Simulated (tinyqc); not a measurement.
Inside a calculation. Model: Schottky diode by thermionic emission with image-force lowering and series resistance.

Numbers from tinyqc (`OMP_NUM_THREADS=1 python tinyqc.py 2640116 2640117 out.jsonl`; about 0.01 s on one thread of a shared Intel Xeon 2.30GHz). Printed values are rounded.

Metal on an n-type semiconductor with one parabolic valley; V > 0 is forward bias (metal positive). I = I0 [exp(Vj/(n Vt)) - 1] with Vj = V - I Rs; I0 = S A* T^2 exp(-(phi - dphi)/Vt), the lowering dphi taken at zero bias.

Values chosen for this exercise; band and dielectric values those of a made-up semiconductor: temperature T = 300 K; electron mass me = 0.221 m0; relative permittivity eps_r = 7.66; barrier height seen from the metal phi = 1.09 eV; donor density Nd = 9.6e15 cm^-3; area S = 0.00013 cm^2; ideality factor n = 1.06; series resistance Rs = 190 ohm; applied bias V = 1.26 V.

Constants: q = 1.602176634e-19 C, kB = 1.380649e-23 J/K, h = 6.62607015e-34 J s, m0 = 9.1093837015e-31 kg, Vt = kB T/q, eps0 = 8.8541878128e-14 F/cm where lengths are in cm. Results are converted to the units shown.

## Saturation current

A* = 4 pi q me m0 kB^2/h^3 (times 1e-4 for A/(cm^2 K^2)); Nc = 2 (2 pi me m0 kB T/h^2)^1.5 (times 1e-6 for cm^-3); xi = Vt ln(Nc/Nd), Vbi = phi - xi; surface field Em = sqrt(2 q Nd (Vbi - V - Vt)/(eps0 eps_r)); dphi = sqrt(q Em/(4 pi eps0 eps_r)). Here V = 0 in Em.

A* = 26.5583 A/(cm^2 K^2)
Nc = 2.60712e18 cm^-3
Vbi = 0.945119 V
Em = 64.5711 kV/cm
dphi = 34.8402 meV
I0 = 5.84092e-16 A

The lowering raises I0 by a factor of 3.85.

## Iteration 1: junction voltage

Vj at the start = 1.26 V

Newton step for g(Vj) = Vj + Rs I0 [exp(Vj/(n Vt)) - 1] - V = 0: Vj(new) = Vj - g/g', g' = 1 + Rs I0 exp(Vj/(n Vt))/(n Vt).

Vj after iteration 1 = 1.23260 V

## Iteration 2: junction voltage

As before.

Vj after iteration 2 = 1.20519 V

## Course of the iteration

Stop when Vj changes by less than 1e-10 V, or after 50 iterations.

Course of the iteration:
```
iteration	Vj (V)	change (V)
1	1.23260	0.0274
2	1.20519	0.0274
3	1.17779	0.0274
4	1.15039	0.0274
5	1.12298	0.0274
6	1.09558	0.0274
7	1.06818	0.0274
8	1.04078	0.0274
9	1.01337	0.0274
...	...	...
14	0.877034	0.0270
15	0.850904	0.0261
16	0.826997	0.0239
17	0.808321	0.0187
18	0.798543	9.78e-3
19	0.796437	2.11e-3
20	0.796357	8.04e-5
21	0.796357	1.12e-7
22	0.796357	2.15e-13
```

Converged in 22 iterations.

## Current and small-signal resistance

converged Vj = 0.796357 V

I = I0 [exp(Vj/(n Vt)) - 1], dV/dI = Rs + n Vt/(I + I0).

I = 2.44023 mA
drop over Rs = 0.463643 V
dV/dI = 201.230 ohm
